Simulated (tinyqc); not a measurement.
Rigid-ion and shell models of the dielectric response of an ionic crystal: one step, computed by the program tinyqc.

Charges +Z and -Z; 4 nearest neighbours, Madelung constant M = 1.638055, volume per ion pair Omega = 3.079201 d^3. Energy per pair U = -M Z^2 e2/d + 4 A exp(-d/rho), e2 = e^2/(4 pi eps_0). In the shell model the anion is a core of charge Y - Z and a massless shell of charge -Y, joined by the spring k; the repulsion acts on the shell. Each ion feels the Lorentz field E + (4 pi/3) P (Gaussian units).

Question. As a gate dielectric. Capacitance per area eps_0 eps_s/t; equivalent oxide thickness EOT = t x 3.9/eps_s; the surface optical mode against silicon (eps = 11.7) lies at omega_TO sqrt[(eps_s + 11.7)/(eps_inf + 11.7)], and its squared coupling to channel electrons scales as g = hbar omega_SO [1/(11.7 + eps_inf) - 1/(11.7 + eps_s)], with hbar omega = h c x wavenumber.

Inputs (values chosen for the exercise, for a model crystal): film thickness t = 14 nm.

Structure: zinc blende.

omega_TO = 289.6566 1/cm

eps_s = 3.647052

eps_inf = 1.948786

Constants: eps_0 = 8.8541878128e-12 F/m; 1 THz = 33.35640952 1/cm; h x 1 THz = 4.135667696 meV.

Give: capacitance per area; equivalent oxide thickness; surface optical mode; remote-phonon coupling g.

Answer.

capacitance per area = 2.3065 fF/micrometre^2

equivalent oxide thickness = 14.971 nm

surface optical mode = 307.15 1/cm

remote-phonon coupling g = 0.30875 meV
